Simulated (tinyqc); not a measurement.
## p-n heterojunction, non-linear Poisson equation by Newton steps, Fermi-Dirac statistics: effect of the donor density of material 2

One dimension, material 1 (p-type) at x < 0 and material 2 (n-type) at x > 0. Band edges: Ec = -psi in material 1 and -psi + dEc in material 2, Ev = Ec - Eg. Flat quasi-Fermi levels: 0 for holes, +V for electrons. n = Nc F((EFn - Ec)/Vt), p = Nv F((Ev - EFp)/Vt), with F(eta) = F_1/2(eta) = (2/sqrt(pi)) int_0^infinity sqrt(u) du/(1 + exp(u - eta)) (Fermi-Dirac statistics); full ionisation, no interface charge, classical densities; the doping types are chosen for the exercise.

Exact first integral: on each side D^2/(2 eps0 er) = G, G = q [Vt (nI_j - nI_b) + Vt (pI_j - pI_b) - C (psi_j - psi_b)], with C = -N1 or +N2, b the neutral end of that side, and nI, pI the densities with F_1/2 replaced by F_3/2(eta) = (4/(3 sqrt(pi))) int_0^infinity u^(3/2) du/(1 + exp(u - eta)). D is continuous, so er1 G1(psi_j) = er2 G2(psi_j) fixes psi_j. Ends from Nv1 F((-psi_L - Eg1)/Vt) = N1 and Nc2 F((V + psi_R - dEc)/Vt) = N2. D is counted positive when psi rises towards material 2. Depletion (Anderson) capacitance C^2 = q eps0 er1 er2 N1 N2/(2 (er1 N1 + er2 N2)(psi_R - psi_L)). -dD/dV is the change of the displacement at the interface with both quasi-Fermi levels flat; it is the terminal capacitance only while neither side holds an inversion layer. n_j and p_j are densities at the interface.

Parameters, values chosen for the exercise; band and dielectric values close to those of InP and In0.53Ga0.47As:
```
symbol,value,unit,meaning
T,400,K,temperature
Eg1,1.34,eV,band gap of material 1
er1,12.6,,relative permittivity of material 1
Nc1,8.87e17,cm^-3,conduction-band density of states of material 1
Nv1,1.69e19,cm^-3,valence-band density of states of material 1
Eg2,0.743,eV,band gap of material 2
er2,13.8,,relative permittivity of material 2
Nc2,3.17e17,cm^-3,conduction-band density of states of material 2
Nv2,1.19e19,cm^-3,valence-band density of states of material 2
dEc,-0.23,eV,conduction-band offset Ec2 - Ec1
N1,9.8e15,cm^-3,acceptor density of material 1
V,0,V,bias of side 1 against side 2
```

Constants: q = 1.602176634e-19 C, kB = 1.380649e-23 J/K, Vt = kB T/q, eps0 = 8.8541878128e-14 F/cm where lengths are in cm. Results are converted to the units shown.

Effect of the donor density of material 2:
```
N2 (cm^-3),psi_R - psi_L (V),psi_j - psi_L (V),psi_R - psi_j (V),D/q (cm^-2),n_j in 1 (cm^-3),p_j in 2 (cm^-3),-dD/dV (nF/cm^2),depletion C (nF/cm^2)
5.5e15,0.7136,0.3292,0.3844,2.005e11,2.809e8,2.067e16,8.538,21.62
1.1e16,0.7377,0.4069,0.3308,2.254e11,2.677e9,2.170e15,24.12,25.59
2.1e16,0.7604,0.5191,0.2412,2.572e11,6.953e10,8.356e13,29.72,28.42
4.2e16,0.7851,0.6244,0.1606,2.838e11,1.475e12,3.939e12,31.70,30.33
8.3e16,0.8101,0.7036,0.1065,3.022e11,1.467e13,3.960e11,32.49,31.24
1.6e17,0.8357,0.7623,0.07340,3.152e11,8.040e13,7.227e10,32.55,31.51
3.2e17,0.8656,0.8135,0.05205,3.263e11,3.558e14,1.633e10,32.20,31.37
6.3e17,0.9004,0.8606,0.03979,3.368e11,1.393e15,4.169e9,31.53,30.97
```

As N2 goes from 5.5e15 to 6.3e17, the total bending rises from 0.714 to 0.900 V and the sheet charge D/q rises from 2.01e11 to 3.37e11 cm^-2; the share of the bending in material 1 rises from 46.1 to 95.6 %. The capacitance departs most from the depletion formula at N2 = 5.5e15, where it is 61 % below it, and there the holes at the interface in material 2 outnumber its donors: an inversion layer has formed, which screens D from the bias.

tinyqc, about 0.1 s, one thread, Intel Xeon 2.30GHz (shared host): `OMP_NUM_THREADS=1 python tinyqc.py 2040074 2040075 out.jsonl`
